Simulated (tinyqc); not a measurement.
Electron mobility in a silicon inversion layer, empirical terms and Matthiessen rule: one step of the calculation.

Inversion layer of sheet density Ns on a uniformly doped body, under a high-permittivity gate with an interlayer. The mobility terms are empirical power laws with prefactors chosen for the exercise; adding their inverses (Matthiessen) is itself an approximation.

Question. Split C-V extraction. Q(Vg) is the trapezoid sum of Cgc from the first point (where Q is taken as 0); mu_eff = I/((W/L) Q Vd); mu_FE = (dI/dVg)/((W/L) Cox Vd) with a backward difference. Listed from point 4 on.

Parameters, values chosen for the exercise; material values close to those of silicon:
```
symbol,value,unit,meaning
Cox,1.13,uF/cm^2,gate capacitance
WL,5,,ratio W/L
Vd,0.02,V,drain voltage
```

```
point	Vg (V)	Cgc (uF/cm^2)	I (uA)
0	0.1	6.0700230e-4	4.1230968e-8
1	0.2	0.0080867068	7.3644325e-6
2	0.3	0.099605452	0.0012109639
3	0.4	0.63793037	0.094985006
4	0.5	1.0685421	1.0537742
5	0.6	1.1251745	3.2623557
6	0.7	1.1296388	6.2462774
7	0.8	1.1299731	9.6348832
8	0.9	1.1299980	13.189212
9	1	1.1299999	16.751221
10	1.1	1.1300000	20.217086
11	1.2	1.1300000	23.520224
12	1.3	1.1300000	26.619825
```

Wanted: Q; mu_eff; mu_FE.

Answer.

```
point	Q (uC/cm^2)	mu_eff (cm^2/(V s))	mu_FE (cm^2/(V s))
4	0.1280	82.31	84.85
5	0.2377	137.2	195.4
6	0.3504	178.2	264.1
7	0.4634	207.9	299.9
8	0.5764	228.8	314.5
9	0.6894	243.0	315.2
10	0.8024	251.9	306.7
11	0.9154	256.9	292.3
12	1.028	258.8	274.3
```

At the last point mu_FE is 6.0 % above mu_eff.

Computed by the program tinyqc: `OMP_NUM_THREADS=1 python tinyqc.py 2510054 2510055 out.jsonl`, one thread of a shared Intel Xeon 2.30GHz, about 0.01 s for the whole run.
